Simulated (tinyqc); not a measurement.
Carrier statistics of a doped semiconductor with parabolic bands, step by step. Values are carried at full precision from step to step, so a last printed digit may differ when a step is redone from the rounded ones.

Constants: kB = 8.617333262e-05 eV/K; hbar^2/2m0 = 3.80998211 eV angstrom^2.

Values chosen for the exercise (near those of Ge; shifted at random, so the results belong to these values and not to a real crystal): Eg0 = 0.7434 eV (gap at 0 K); al = 0.000467 eV/K (Varshni alpha); be = 230 K (Varshni beta); T = 200 K; ml = 1.54 m0 (longitudinal electron mass); mt = 0.0832 m0 (transverse electron mass); Mv = 4 (equivalent valleys); mhh = 0.328 m0 (heavy-hole mass); mlh = 0.0421 m0 (light-hole mass); ND = 9e+15 1/cm^3 (donors); NA = 1.6e+16 1/cm^3 (acceptors); ED = 0.0117 eV (donor level below Ec); EA = 0.011 eV (acceptor level above Ev).

## Gap and thermal energy

Eg(T) = Eg0 - al T^2/(T + be) (Varshni).

Eg = 0.69996 eV
kT = 0.017235 eV

The gap has shrunk by 43.4 meV from 0 K and is 40.6 kT wide.

## Effective densities of states

m_de = Mv^(2/3) (ml mt^2)^(1/3); m_dh = (mhh^(3/2) + mlh^(3/2))^(2/3); N = 2 (m kB T/(4 pi c))^(3/2) with c = hbar^2/2m0, in 1/angstrom^3; times 1e24 for 1/cm^3.

m_de = 0.5546 m0
m_dh = 0.3380 m0
Nc = 5.6413e+18 1/cm^3
Nv = 2.6839e+18 1/cm^3

The light holes supply 4.4 % of Nv, and Nc/Nv = 2.1.

## Intrinsic density and level

With Boltzmann statistics ni = sqrt(Nc Nv) exp(-Eg/2kT) and Ei = Eg/2 + (kT/2) ln(Nv/Nc), counted from Ev.

ni = 5.90e+09 1/cm^3
Ei = 0.3436 eV

Ei lies 6.4 meV below midgap, towards the band with the smaller density of states.

## Neutrality by bisection

Energies are counted from Ev, so Ec = Eg. n = Nc F_1/2((EF - Eg)/kT), p = Nv F_1/2(-EF/kT), ND+ = ND/(1 + 2 exp((EF - Eg + ED)/kT)), NA- = NA/(1 + 4 exp((EA - EF)/kT)); neutrality asks p + ND+ = n + NA-. F_j(eta) = (1/Gamma(j + 1)) integral_0^infinity x^j dx/(1 + exp(x - eta)), which tends to exp(eta) for eta << 0.

Start from the bracket [-0.2 eV, Eg + 0.2 eV]; at the midpoint EF take the sign of p + ND+ - n - NA-; where it is positive EF must rise. Fourteen steps are shown.

Bisection (eV, 1/cm^3):
```
step       low     high       EF         n         p       ND+       NA-  sign
1     -0.20000  0.89996  0.34998  8.56e+09  4.07e+09  9.00e+15  1.60e+16     -
2     -0.20000  0.34998  0.07499  1.01e+03  3.44e+16  9.00e+15  1.46e+16     +
3      0.07499  0.34998  0.21248  2.93e+06  1.19e+13  9.00e+15  1.60e+16     -
4      0.07499  0.21248  0.14374  5.44e+04  6.41e+14  9.00e+15  1.60e+16     -
5      0.07499  0.14374  0.10936  7.40e+03  4.71e+15  9.00e+15  1.58e+16     -
6      0.07499  0.10936  0.09218  2.73e+03  1.27e+16  9.00e+15  1.54e+16     +
7      0.09218  0.10936  0.10077  4.49e+03  7.75e+15  9.00e+15  1.57e+16     +
8      0.10077  0.10936  0.10507  5.76e+03  6.04e+15  9.00e+15  1.57e+16     -
9      0.10077  0.10507  0.10292  5.09e+03  6.84e+15  9.00e+15  1.57e+16     +
10     0.10292  0.10507  0.10399  5.42e+03  6.43e+15  9.00e+15  1.57e+16     -
11     0.10292  0.10399  0.10346  5.25e+03  6.63e+15  9.00e+15  1.57e+16     -
12     0.10292  0.10346  0.10319  5.17e+03  6.73e+15  9.00e+15  1.57e+16     +
13     0.10319  0.10346  0.10332  5.21e+03  6.68e+15  9.00e+15  1.57e+16     -
14     0.10319  0.10332  0.10325  5.19e+03  6.71e+15  9.00e+15  1.57e+16     +
```

Each step halves the bracket, which is 0.134 meV wide at the last row.

## The neutral state

Solve the neutrality condition for EF to convergence.

EF = 0.1033 eV
n = 5.19e+03 1/cm^3
p = 6.70e+15 1/cm^3
ND+ = 9.00e+15 1/cm^3
NA- = 1.57e+16 1/cm^3

The material is p-type; 98.1 % of the acceptors are ionised. EF lies 5.99 kT inside the gap from the valence edge, so Boltzmann statistics would serve; n p/(Nc Nv exp(-Eg/kT)) = 0.999.

## Checks

- F_1/2(1) by the trapezoid rule against adaptive quadrature: both 1.575641.
- Positive against negative charge at the solution (1/cm^3): both 1.57028e+16.

Computed by tinyqc, a small Python program: `OMP_NUM_THREADS=1 python tinyqc.py 1651122 1651123 out.jsonl` (the numbers bound the seed that draws the inputs); one thread of a shared host (Intel(R) Xeon(R) Processor @ 2.30GHz), about 0.01 s for the whole set of steps.
